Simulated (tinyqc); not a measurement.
Plane-wave Kohn-Sham cycle with exchange-only LDA in a layered model solid, step by step. Computed by tinyqc, a small Python program that keeps every step. Settings: points = 16, plane-wave index or count = 3, electrons = 4, k points = 1, area = 21.0, mixing = 0.8, iteration cap = 66, Pulay depth = 5. Command: `OMP_NUM_THREADS=1 python tinyqc.py 23899 23900 out.jsonl` (the two numbers bound the seeds that draw the settings). One thread of a shared host (Intel(R) Xeon(R) Processor @ 2.60GHz), about 0.01 s of CPU time with the checks. Later iterations appear only in the table of the cycle.

## Iteration 1: potential

A solid whose potential varies along x alone (atomic units):
```
parameter                      value
period a                    6.100000
cross-section of the cell  21.000000
electrons per cell                 4
grid points                       16
plane waves -n..n, n               3
k points                           1
V1 in V1 cos(2 pi x/a)     -0.190000
```

density at the start, on the grid x_j = j a/N (e/bohr^3): 0.03122560  0.03122560  0.03122560  0.03122560  0.03122560  0.03122560  0.03122560  0.03122560  0.03122560  0.03122560  0.03122560  0.03122560  0.03122560  0.03122560  0.03122560  0.03122560

V_H(G) = 4 pi rho(G)/G^2 for G != 0 (uniform background); v_x = -(3 rho/pi)^(1/3); V = V_ext + V_H + v_x; Fourier components f(G_m) = (1/N) sum_j f(x_j) exp(-i G_m x_j).

Potentials on the grid (hartree):
```
x             V_ext       V_H        v_x          V
0.000000  -0.190000  0.000000  -0.310095  -0.500095
0.381250  -0.175537  0.000000  -0.310095  -0.485632
0.762500  -0.134350  0.000000  -0.310095  -0.444445
1.143750  -0.072710  0.000000  -0.310095  -0.382804
1.525000          0  0.000000  -0.310095  -0.310095
1.906250   0.072710  0.000000  -0.310095  -0.237385
2.287500   0.134350  0.000000  -0.310095  -0.175744
2.668750   0.175537  0.000000  -0.310095  -0.134557
3.050000   0.190000  0.000000  -0.310095  -0.120095
3.431250   0.175537  0.000000  -0.310095  -0.134557
3.812500   0.134350  0.000000  -0.310095  -0.175744
4.193750   0.072710  0.000000  -0.310095  -0.237385
4.575000          0  0.000000  -0.310095  -0.310095
4.956250  -0.072710  0.000000  -0.310095  -0.382804
5.337500  -0.134350  0.000000  -0.310095  -0.444445
5.718750  -0.175537  0.000000  -0.310095  -0.485632
```

V(G_m), m = 0, 1, 2, ... (hartree): -0.310095  -0.095000  0.000000  0.000000  0.000000  0.000000  0.000000

## Iteration 1: Hamiltonian at one k

k = 0.000000 2 pi / a

H(m,m') = (k + G_m)^2/2 delta + V(G_m - G_m'), with V(-G) = V(G).

H (hartree), lower triangle:
```
           -3         -2         -1         +0         +1         +2        +3
-3   4.464237
-2  -0.095000   1.811831
-1   0.000000  -0.095000   0.220387
+0   0.000000   0.000000  -0.095000  -0.310095
+1   0.000000   0.000000   0.000000  -0.095000   0.220387
+2   0.000000   0.000000   0.000000   0.000000  -0.095000   1.811831
+3   0.000000   0.000000   0.000000   0.000000   0.000000  -0.095000  4.464237
```

## Iteration 1: levels at that k

Diagonalise the Hermitian matrix.

eigenvalues (hartree): -0.342407  0.214728  0.247011  1.814088  1.814118  4.467638  4.467638

## Iteration 1: new density

Motion across x is left out: the lowest 2 band(s) hold two electrons at each of the k points (j + 1/2)/nk - 1/2. Residual R = rho(out) - rho(in); rho(new) = rho(in) + 0.8 R. rho(out) = 2/(a A nk) sum |psi|^2 with psi = sum c exp(i G x). Harris energy E = band energy - dV sum rho (V_H/2 + v_x) + (3/4) dV sum rho v_x with rho(in), dV = a A/N, band energy = (2/nk) sum of the filled levels.

rho(out) (e/bohr^3): 0.02711289  0.03155501  0.04103601  0.04749225  0.04535006  0.03506607  0.02160214  0.01078909  0.00671552  0.01078909  0.02160214  0.03506607  0.04535006  0.04749225  0.04103601  0.03155501

density after iteration 1 (e/bohr^3): 0.02793543  0.03148913  0.03907393  0.04423892  0.04252517  0.03429797  0.02352684  0.01487639  0.01161754  0.01487639  0.02352684  0.03429797  0.04252517  0.04423892  0.03907393  0.03148913

energy per cell = 0.05473655 hartree

## Iteration 2: potential

As before.

Potentials on the grid (hartree):
```
x             V_ext        V_H        v_x          V
0.000000  -0.190000   0.077824  -0.298797  -0.410972
0.381250  -0.175537   0.080262  -0.310964  -0.406240
0.762500  -0.134350   0.081576  -0.334159  -0.386933
1.143750  -0.072710   0.068941  -0.348277  -0.352046
1.525000          0   0.033625  -0.343721  -0.310096
1.906250   0.072710  -0.021310  -0.319948  -0.268548
2.287500   0.134350  -0.081465  -0.282171  -0.229285
2.668750   0.175537  -0.127893  -0.242190  -0.194546
3.050000   0.190000  -0.145296  -0.223029  -0.178325
3.431250   0.175537  -0.127893  -0.242190  -0.194546
3.812500   0.134350  -0.081465  -0.282171  -0.229285
4.193750   0.072710  -0.021310  -0.319948  -0.268548
4.575000          0   0.033625  -0.343721  -0.310096
4.956250  -0.072710   0.068941  -0.348277  -0.352046
5.337500  -0.134350   0.081576  -0.334159  -0.386933
5.718750  -0.175537   0.080262  -0.310964  -0.406240
```

V(G_m), m = 0, 1, 2, ... (hartree): -0.305293  -0.056916  0.003682  -0.001090  0.001434  -0.000122  0.000180

## Iteration 2: Hamiltonian at one k

k = 0.000000 2 pi / a

As before.

H (hartree), lower triangle:
```
           -3         -2         -1         +0         +1         +2        +3
-3   4.469039
-2  -0.056916   1.816632
-1   0.003682  -0.056916   0.225188
+0  -0.001090   0.003682  -0.056916  -0.305293
+1   0.001434  -0.001090   0.003682  -0.056916   0.225188
+2  -0.000122   0.001434  -0.001090   0.003682  -0.056916   1.816632
+3   0.000180  -0.000122   0.001434  -0.001090   0.003682  -0.056916  4.469039
```

## Iteration 2: levels at that k

As before.

eigenvalues (hartree): -0.317164  0.219553  0.238593  1.815933  1.818978  4.470076  4.470456

## Iteration 2: new density

B (overlaps of the stored error matrices):
```
               1              2
1  2.7885940e-03  2.2850717e-04
2  2.2850717e-04  1.5294428e-04
```

Motion across x is left out: the lowest 2 band(s) hold two electrons at each of the k points (j + 1/2)/nk - 1/2. Residual R = rho(out) - rho(in); rho(new) = rho(in) + 0.8 R; Pulay mixing then takes sum c_i of the stored mixed densities, with c from B_ij = sum R_i R_j as in DIIS. rho(out) = 2/(a A nk) sum |psi|^2 with psi = sum c exp(i G x). Harris energy E = band energy - dV sum rho (V_H/2 + v_x) + (3/4) dV sum rho v_x with rho(in), dV = a A/N, band energy = (2/nk) sum of the filled levels.

rho(out) (e/bohr^3): 0.02241556  0.02697714  0.03728921  0.04582457  0.04640323  0.03811410  0.02519462  0.01398660  0.00961517  0.01398660  0.02519462  0.03811410  0.04640323  0.04582457  0.03728921  0.02697714

DIIS coefficients: -0.030413  1.030413

density after iteration 2 (e/bohr^3): 0.02338523  0.02776976  0.03760273  0.04554602  0.04572197  0.03744373  0.02490164  0.01414291  0.00996693  0.01414291  0.02490164  0.03744373  0.04572197  0.04554602  0.03760273  0.02776976

energy per cell = 0.07611906 hartree

## Convergence

Stop when sqrt(dV sum R^2) is below 1e-8, dV = a A/N.

Course of the cycle:
```
iteration  E (hartree)  norm of the residual
1           0.05473655              1.49e-01
2           0.07611906              3.50e-02
3           0.07666758              6.21e-03
4           0.07669847              1.39e-04
5           0.07669847              1.24e-04
6           0.07669851              5.44e-07
7           0.07669851              4.01e-08
8           0.07669851              2.29e-11
```

Converged in 8 iterations. Before convergence this energy mixes input and output and is not variational, so it may rise towards its limit.
